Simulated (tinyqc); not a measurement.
MOS inversion layer, Poisson-Schroedinger loop: one step of the calculation.

Electrons confined at an insulator interface at z = 0, treated as a hard wall; parabolic valleys, Hartree approximation, no image or exchange terms. The depletion charge lies far deeper than the electrons and gives a uniform field q Nd/(eps0 eps_r); the gate balances all charge. Energies are counted from the band edge at the interface.

Problem. Levels and probability densities. Tridiagonal Hamiltonian with psi = 0 one step beyond both ends: H_ii = C (1/m_(i-1/2) + 1/m_(i+1/2))/hz^2 + V0_i + U_i, H_(i,i+1) = -C/(m_(i+1/2) hz^2), C = hbar^2/(2 m0). The lowest 2 level(s) are kept, normalised to hz sum |psi|^2 = 1. The mass is the same on all intervals.

Parameters, values chosen for the exercise: mass along z of valley set A (3 valley(s)) mz1 = 0.335 m0; mesh step hz = 0.65 nm.

Constants: q = 1.602176634e-19 C, hbar = 1.054571817e-34 J s, m0 = 9.1093837015e-31 kg, hbar^2/(2 m0) = 0.0380998212 eV nm^2. Results are converted to the units shown.

```
node  fixed potential V0 (eV)  self-consistent potential U at the start (eV)
1                  0.01194095                                              0
2                  0.02388190                                              0
3                  0.03582284                                              0
4                  0.04776379                                              0
5                  0.05970474                                              0
6                  0.07164569                                              0
7                  0.08358663                                              0
8                  0.09552758                                              0
9                  0.10746853                                              0
10                 0.11940948                                              0
11                 0.13135042                                              0
12                 0.14329137                                              0
13                 0.15523232                                              0
14                 0.16717327                                              0
15                 0.17911421                                              0
16                 0.19105516                                              0
```

Give: levels; |psi|^2 of A1; |psi|^2 of A2.

Solution.

levels (eV): A1 0.07848, A2 0.13689

```
node  |psi|^2 of A1 (1/nm)  |psi|^2 of A2 (1/nm)
1                  0.06490               0.06336
2                  0.19940               0.14945
3                  0.30003               0.12900
4                  0.31601               0.03876
5                  0.26254               0.00094
6                  0.18223               0.06214
7                  0.10925               0.16610
8                  0.05782               0.23535
9                  0.02742               0.23829
10                 0.01179               0.19167
11                 0.00463               0.12890
12                 0.00167               0.07446
13                 0.00055               0.03732
14                 0.00017               0.01604
15                 0.00004               0.00554
16                 0.00001               0.00114
```

Computed by the program tinyqc: `OMP_NUM_THREADS=1 python tinyqc.py 2160025 2160026 out.jsonl`, one thread of a shared Intel Xeon 2.30GHz, about 0.6 s for the whole run.
